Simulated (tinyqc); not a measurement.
Mobility, diffusion coefficient and lifetime from two collectors.

Problem. For an injected sheet in a field F the peak time tp at distance L obeys u^2 tp^2 + 2 D tp = L^2 with u^2 = v^2 + 4 D/tau, and the pulse area goes as exp(L (v - u)/(2 D)); v = mu F. Find u, D, mu and tau without using the Einstein relation.

Inputs (values chosen for the exercise): sweep field along the drift F = 52 V/cm.

distances (um): [89, 260]
peak times (us): [0.0197342850, 0.0597465722]
ratio of the areas, far over near = 0.616819199

Solution. The two peak times give two linear equations for u^2 and D; the area ratio gives v - u, and u^2 - v^2 = 4 D/tau gives tau.

u = 4.272e5 cm/s
D = 206.6 cm^2/s
mu = 7990 cm^2/(V s)
tau = 8.400e-8 s

tinyqc, about 0.01 s, one thread, Intel Xeon 2.30GHz (shared host): `OMP_NUM_THREADS=1 python tinyqc.py 2310025 2310026 out.jsonl`
